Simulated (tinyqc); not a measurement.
## Landau coefficient from the swing

Inverse problem. Below threshold and near Q = 0, a ferroelectric film of thickness tf changes the swing n Vt ln 10 by the factor 1 + 2 al tf Cp, and al = -3 sqrt(3) Ec/(4 Pr) (1 nm times 1 kV/cm is 1e-4 V). Find n, al and Pr.

Inputs (values chosen for the exercise): temperature T = 350 K; coercive field Ec = 1000 kV/cm; overlap capacitance per gate area Cp = 0.24 uF/cm^2.

Constants: q = 1.602176634e-19 C, kB = 1.380649e-23 J/K, Vt = kB T/q. Results are converted to the units shown.

swing without the film and with tf = 5.7 nm (mV/decade): 86.114901  82.289066

Solution. The first swing gives n, the ratio of the two gives al, and Ec then gives Pr.

n = 1.24
al = -162 kV cm/uC
Pr = 8.00 uC/cm^2

Computed by the program tinyqc: `OMP_NUM_THREADS=1 python tinyqc.py 2860037 2860038 out.jsonl`, one thread of a shared Intel Xeon 2.30GHz, about 0.02 s for the whole run.
